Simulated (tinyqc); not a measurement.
Domain walls in a thin film with perpendicular anisotropy: Bloch, Neel and chiral walls, motion and stripe domains: one step, computed by the program tinyqc.

One-dimensional wall: polar angle theta(x), azimuth phi of the moment in the wall (phi = 0 Neel, 90 degrees Bloch). mu_0 = 1.25663706212e-6 T m/A, gamma = 1.76085963023e11 rad/(s T).

Task: Velocity under current. Spin-orbit drive: B_SL = hbar theta_SH J/(2 e M_s t) acts as the field (pi/2) B_SL cos(phi). Steady state: v = (gamma Delta/alpha)(pi/2) B_SL cos(phi) = gamma Delta [B_D sin(phi) - (B_K/2) sin(2 phi)], B_K = 2 K_D/M_s, B_D = pi D/(2 M_s Delta); the root with phi between its rest value and 90 degrees; v saturates at v_D = gamma Delta B_D.

Inputs (values chosen for the exercise, for a model film):
```
quantity                      value        unit
saturation magnetisation M_s    638        kA/m
DMI constant D                 0.15      mJ/m^2
thickness t                    0.61          nm
damping alpha                 0.011           -
current density J              0.97  1e12 A/m^2
spin Hall angle theta_SH      0.065           -
```

Drive: spin-orbit torque.

K_D = 9.244604 kJ/m^3

width parameter Delta = 3.723388 nm

azimuth phi = 0 degrees

Constants: hbar = 1.054571817e-34 J s; e = 1.602176634e-19 C.

Give: B_SL; azimuth in motion; velocity; saturation velocity v_D.

Result:

B_SL = 53.32 mT

azimuth in motion = 89.26 degrees

velocity = 64.78 m/s

saturation velocity v_D = 65.03 m/s

v is 100 % of v_D: the wall has turned towards Bloch, where the torque loses its grip. Caution: pinning, heating and tilting of the wall are left out.
